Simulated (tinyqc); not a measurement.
Switching kinetics of a ferroelectric film and the memory window of a ferroelectric gate stack: one step, computed by the program tinyqc. Command: `OMP_NUM_THREADS=1 python tinyqc.py 3019159 3019160 out.jsonl feswitch walk`. One thread of a shared host (Intel(R) Xeon(R) Processor @ 2.30GHz), about 0.01 s of CPU time with the checks.

Fields in MV/cm; 1 microcoulomb/cm^2 over eps_0 is 11.29409 MV/cm. In the stack (metal, ferroelectric, interlayer, channel) the channel is taken as a conductor.

Task: Fields in the stack. Series stack: V = E_F t_F + E_I t_I and eps_I E_I = eps_F E_F + (1 - s) P/eps_0. Before switching P = -P_r, after it P = +P_s; in retention V = 0 and P = +P_r.

Inputs (values chosen for the exercise, for a model film):
```
quantity,value,unit
saturation polarisation P_s,36,microcoulomb/cm^2
ratio P_r/P_s,0.75,-
coercive field E_c,1.1,MV/cm
permittivity of the ferroelectric eps_F,44,-
thickness t_F,17,nm
permittivity of the interlayer eps_I,7.5,-
interlayer thickness t_I,1.6,nm
share s of P screened by trapped charge,0.85,-
pulse height V,4,V
```

Give: E_F before switching; E_F after switching; E_I after switching; depolarising field in retention; depolarising field over E_c.

Result:

E_F before switching = 1.8857 MV/cm

E_F after switching = 1.0228 MV/cm

E_I after switching = 14.132 MV/cm

depolarising field in retention = 0.36981 MV/cm

depolarising field over E_c = 0.33619

Caution: E_F after switching lies below E_c, so switching stalls before P_s and that state is not reached.
